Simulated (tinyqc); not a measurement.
## Superjunction drift layer against a plain one, charge balance: effect of the wanted breakdown voltage

Alternating n and p pillars of equal width wp, doping N and length Lp. When depleted, the lateral field peaks at Ex = q N wp/(2 eps0 eps_r) at the pillar junctions and a uniform vertical field Ey is added; breakdown is taken where Ex^2 + Ey^2 = Ef^2. Only the n pillars conduct, narrowed by the zero-bias depletion. A first-order model: the field peaks at the pillar ends are left out.

Ec(N) = E16 (N/1e16 cm^-3)^(1/8), mu(N) = mi + (mx - mi)/(1 + (N/Nr)^0.9). Plain drift layer for BV: N solves BV = eps0 eps_r Ec(N)^2/(2 q N), W = 2 BV/Ec, Rsp = W/(q mu N). Ex = a Ef gives N = 2 eps0 eps_r a Ef/(q wp); Ey = Ef sqrt(1 - a^2); Lp = BV/Ey; xd = sqrt(eps0 eps_r Vb/(q N)) on each side; Rsp = 2 Lp/(q mu(N) N (1 - 2 xd/wp)). An imbalance dl leaves the mean net doping |dl| N/2, which tilts the vertical field by s = q |dl| N/(2 eps0 eps_r): BV(dl) = Ey Lp - s Lp^2/2, or Ey^2/(2 s) if the field reaches zero inside the pillar.

Inputs (values chosen for the exercise); values close to those of silicon:
- eps_r = 11.5 (relative permittivity of the semiconductor)
- E16 = 0.397 MV/cm (critical field at a doping of 1e16 cm^-3)
- mx = 1340 cm^2/(V s) (mobility at low doping)
- mi = 93.4 cm^2/(V s) (mobility at high doping)
- Nr = 1.3e17 cm^-3 (reference doping of the mobility)
- wp = 4 um (width of each pillar)
- Ef = 0.3 MV/cm (critical field inside the pillars)
- a = 0.57 (lateral peak field as a share of Ef)
- Vb = 0.8 V (built-in voltage of the pillar junctions)
- dl = -3.1 % (charge imbalance (Nn - Np)/N)

Constants: q = 1.602176634e-19 C, eps0 = 8.8541878128e-14 F/cm where lengths are in cm. Results are converted to the units shown.

The same in every row: N (cm^-3) = 5.4338e15.

Results:
```
BV (V)	Lp (um)	Rsp, pillars (mohm cm^2)	Rsp, plain (mohm cm^2)	BV(dl) (V)
75	3.0427	0.64859	0.34081	74.387
110	4.4626	0.95126	0.87033	108.68
260	10.548	2.2484	7.3089	252.63
390	15.822	3.3727	20.043	373.41
590	23.936	5.1022	56.247	552.04
890	36.106	7.6966	156.91	803.62
1400	56.797	12.107	486.35	1186.2
```

Estimate the missing row, BV = 170 V.

Computed row:
```
BV (V)	Lp (um)	Rsp, pillars (mohm cm^2)	Rsp, plain (mohm cm^2)	BV(dl) (V)
170	6.8967	1.4701	2.5478	166.85
```

With this row back in the table: As BV goes from 75 to 1400 V, Rsp of the pillars rises from 0.649 to 12.1 mohm cm^2 and BV with the imbalance rises from 74.4 to 1190 V. Rsp goes as BV^(1.00) for the pillars and BV^(2.48) for the plain layer; the pillars win in 6 of the 8 rows. For BV = 75 to 260 V the aspect ratio Lp/wp is under 3, where a pillar model without end effects fails.

tinyqc, about 0.01 s, one thread, Intel Xeon 2.30GHz (shared host): `OMP_NUM_THREADS=1 python tinyqc.py 2590023 2590024 out.jsonl`
